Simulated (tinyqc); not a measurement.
Pressure series at fixed power: global model of a low-pressure process discharge: electron temperature, density, ion flux and ion energy. Computed by tinyqc, a small Python program. Command: `OMP_NUM_THREADS=1 python tinyqc.py 3113335 3113336 out.jsonl plasma walk`. One thread of a shared host (Intel(R) Xeon(R) Processor @ 2.30GHz), about 0.01 s of CPU time with the checks.

Maxwellian electrons with temperature T_e in eV, one positive ion, no negative ions, uniform bulk density n; rate constants have the Arrhenius form.

Inputs (values chosen for the exercise, of the order of those of an inductive discharge in a simple atomic gas):

| quantity | value | unit |
|---|---|---|
| ion mass M | 19 | u |
| ionisation prefactor K0 | 3e-14 | m^3/s |
| ionisation energy E_iz | 14.3 | eV |
| excitation prefactor X0 | 3e-14 | m^3/s |
| excitation energy E_ex | 10.5 | eV |
| elastic rate constant K_el | 1.4e-13 | m^3/s |
| ion-neutral cross section | 1.1e-18 | m^2 |
| gas temperature T_g | 500 | K |
| radius R | 17 | cm |
| height L | 5.9 | cm |
| absorbed power P | 1600 | W |

Constants: k_B = 1.380649e-23 J/K; e = 1.602176634e-19 C; u = 1.6605390666e-27 kg; m_0 = 9.1093837015e-31 kg.

Method:
- n_g = p/(k_B T_g), lambda_i = 1/(n_g sigma), K_iz = K0 exp(-E_iz/T_e), h_L = 0.86/sqrt(3 + L/(2 lambda_i)), h_R = 0.8/sqrt(4 + R/lambda_i), A_eff = 2 pi R^2 h_L + 2 pi R L h_R and d_eff = pi R^2 L/A_eff follow p.
- Particle balance: K0 exp(-E_iz/T_e) n_g d_eff = u_B, u_B = sqrt(e T_e/M).
- E_c = E_iz + (X0 exp(-E_ex/T_e) E_ex + K_el (3 m_0/M) T_e)/K_iz; E_T = E_c + (5/2) T_e + (T_e/2) ln(M/(2 pi m_0)); n = P/(e u_B A_eff E_T); J = e h_L n u_B. Pressures without a root below 2 E_iz are left out.

Against pressure:

| p (Pa) | T_e (eV) | E_c (eV) | E_T (eV) | n (1/cm^3) | J (mA/cm^2) |
|---|---|---|---|---|---|
| 0.1 | 15.158 | 27.81 | 130.99 | 8.4119e+10 | 5.459 |
| 0.2 | 6.728 | 32.79 | 78.60 | 2.2857e+11 | 9.274 |
| 0.5 | 4.128 | 40.72 | 68.82 | 3.9846e+11 | 10.867 |
| 1.0 | 3.189 | 48.98 | 70.69 | 5.3743e+11 | 10.739 |
| 2.0 | 2.586 | 60.21 | 77.81 | 6.9506e+11 | 9.855 |
| 5.0 | 2.058 | 81.69 | 95.70 | 9.3277e+11 | 8.071 |
| 10.0 | 1.780 | 105.29 | 117.41 | 1.1260e+12 | 6.597 |
| 20.0 | 1.568 | 138.69 | 149.36 | 1.3157e+12 | 5.193 |

What follows from these numbers?

T_e falls from 15.16 to 1.57 eV, n changes by a factor 15.6 and J by 0.95; in J = P h_L/(A_eff E_T), E_T changes by a factor 1.14 and is least at 0.5 Pa, between wall losses at high T_e and excitation losses at low T_e.

Extremes, crossings and ranges named in words are read from the listed rows.
